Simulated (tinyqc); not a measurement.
Thin film modes against wave vector: bulk, surface, particle and sheet plasmons.

Zero temperature, parabolic band: kF = (3 pi^2 n)^(1/3), EF = c kF^2/m, Ep^2 = 8 pi c e2 n/(m eb), qTF^2 = 6 pi e2 n/(eb EF), c = hbar^2/2m0, e2 = e^2/(4 pi eps0), n in 1/angstrom^3 (1e-24 per 1/cm^3).

Constants: hbar^2/2m0 = 3.80998211 eV angstrom^2; e^2/(4 pi eps0) = 14.39964547 eV angstrom.

Inputs chosen for the exercise (mass and background constant near those of InAs; polar phonons, which mix with the plasmon in the real crystal, and the rise of the mass with filling are left out; shifted at random, so the results belong to these values and not to a real crystal):
- n = 3.8e+18 1/cm^3 (electron density)
- m = 0.0258 m0 (mass)
- eb = 12.2 (background dielectric constant)
- ed = 1 (dielectric constant of the surroundings)
- d = 50 angstrom (film thickness)

Drude medium eps = eb (1 - Ep^2/E^2), no retardation. A film of thickness d has modes eps = -ed coth(q d/2) (lower) and eps = -ed tanh(q d/2) (upper); a sheet with ns = n d has E^2 = 4 pi c e2 ns q/(m ed). One surface: eps = -ed; small sphere: eps = -2 ed.

Modes (meV):
```
q d    q (1/angstrom)  lower  upper  sheet
0.020        0.000400  42.54  129.0  45.06
0.050         0.00100  62.37  128.9  71.25
0.10          0.00200  79.40  128.8  100.8
0.20          0.00400  95.57  128.5  142.5
0.50           0.0100  111.7  127.7  225.3
1.0            0.0200  118.9  126.6  318.7
2.0            0.0400  122.6  125.2  450.6
8.0             0.160  124.0  124.0  901.3
```

Give the missing row, q d = 4.0.

Computed row:
```
q d  q (1/angstrom)  lower  upper  sheet
4.0          0.0800  123.9  124.2  637.3
```

bulk, surface, sphere (meV): 129.0  124.0  119.6

At small q d the lower mode tends to the sheet law sqrt(q) (no listed row is yet within 5 %) and the upper one starts near the bulk value. At q d = 8 the two are 0.0063 meV apart around the surface value 124 meV. Retardation, left out here, matters where q is below about three times sqrt(ed) E/(hbar c), hbar c = 1973.27 eV angstrom: that holds for 0 of the rows (from the top) for the lower mode and 0 for the upper one. From q d = 2 on q exceeds half of kF = 0.0483 1/angstrom, where a local dielectric function has failed; it does so earlier, once hbar vF q nears the mode energy. The film is thinner than half a Fermi wavelength, pi/kF, so a real one would be quantised.

Computed by tinyqc, a small Python program: `OMP_NUM_THREADS=1 python tinyqc.py 1651164 1651165 out.jsonl` (the numbers bound the seed that draws the inputs); one thread of a shared host (Intel(R) Xeon(R) Processor @ 2.30GHz), about 0.01 s for the whole set of steps.
